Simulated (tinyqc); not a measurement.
MOS capacitor on an n-type substrate, surface potential from the exact charge relation: effect of the reverse bias of the inversion layer against the body on threshold and swing.

Uniform n-type substrate, Boltzmann statistics, full ionisation, classical densities. psi is the surface potential against the body (positive when the bands bend down) and u = -psi/Vt. Traps are spread evenly over the gap and neutral at flat band, so their charge is -q Dit psi; the minority quasi-Fermi level is shifted by Vb.

ni = sqrt(Nc Nv) exp(-Eg/(2 Vt)), Eg in volts; phiF = Vt ln(N/ni); Cox = eps0 eox/tox; Vfb = phiM - chi - Vt ln(Nc/N) - q Nf/Cox; VT = Vfb - [(2 phiF + Vb)(1 + q Dit/Cox) + sqrt(2 eps0 eps_r q N (2 phiF + Vb))/Cox]. gamma = sqrt(2 eps0 eps_r q N)/Cox; Wm = sqrt(2 eps0 eps_r (2 phiF + Vb)/(q N)); m = 1 + (eps0 eps_r/Wm + q Dit)/Cox; swing m Vt ln 10; Cmin/Cox = 1/(1 + Cox Wm/(eps0 eps_r)).

Parameters, values chosen for the exercise; band and dielectric values close to those of gallium nitride: temperature T = 273 K; band gap Eg = 3.43 eV; relative permittivity eps_r = 9.63; conduction-band density of states at T Nc = 2e18 cm^-3; valence-band density of states at T Nv = 4.05e19 cm^-3; electron affinity chi = 4.03 eV; donor density of the substrate N = 1.1e16 cm^-3; relative permittivity of the gate insulator (close to silicon dioxide) eox = 3.9; insulator thickness tox = 4 nm; gate work function phiM = 4.49 eV; fixed charge at the interface, in units of q Nf = 0 cm^-2; density of interface traps Dit = 0 cm^-2 eV^-1.

Constants: q = 1.602176634e-19 C, kB = 1.380649e-23 J/K, Vt = kB T/q, eps0 = 8.8541878128e-14 F/cm where lengths are in cm. Results are converted to the units shown.

The same in every row: Vfb (V) = 0.3376; 2 phiF (V) = 3.114; gamma (V^0.5) = 0.06350.

Result of one run:

| VT (V) | Wm (nm) | m | swing (mV/decade) | Cmin/Cox |
|---|---|---|---|---|
| -4.109 | 646.1 | 1.015 | 55.00 | 0.01506 |

Which reverse bias of the inversion layer against the body Vb gave this result: 0, 1.2, 2, 2.4 or 2.8 V?

Vb = 1.2 V.

The whole series:

| Vb (V) | VT (V) | Wm (nm) | m | swing (mV/decade) | Cmin/Cox |
|---|---|---|---|---|---|
| 0 | -2.889 | 549.0 | 1.018 | 55.14 | 0.01767 |
| 0.4 | -3.296 | 583.1 | 1.017 | 55.09 | 0.01666 |
| 0.8 | -3.702 | 615.4 | 1.016 | 55.04 | 0.01580 |
| 1.2 | -4.109 | 646.1 | 1.015 | 55.00 | 0.01506 |
| 1.6 | -4.515 | 675.4 | 1.015 | 54.96 | 0.01441 |
| 2 | -4.920 | 703.5 | 1.014 | 54.93 | 0.01385 |
| 2.4 | -5.326 | 730.5 | 1.014 | 54.90 | 0.01334 |
| 2.8 | -5.731 | 756.5 | 1.013 | 54.88 | 0.01289 |

As Vb goes from 0 to 2.8, VT falls from -2.89 to -5.73 V, the swing stays near 55.0 mV/decade and Cmin/Cox falls from 0.0177 to 0.0129. Vfb does not move. The slope |dVT/dVb| between the first two rows is 1.02, close to m (VT is counted against the body; against the source it is m - 1).

tinyqc, about 0.01 s, one thread, Intel Xeon 2.30GHz (shared host): `OMP_NUM_THREADS=1 python tinyqc.py 2060132 2060133 out.jsonl`
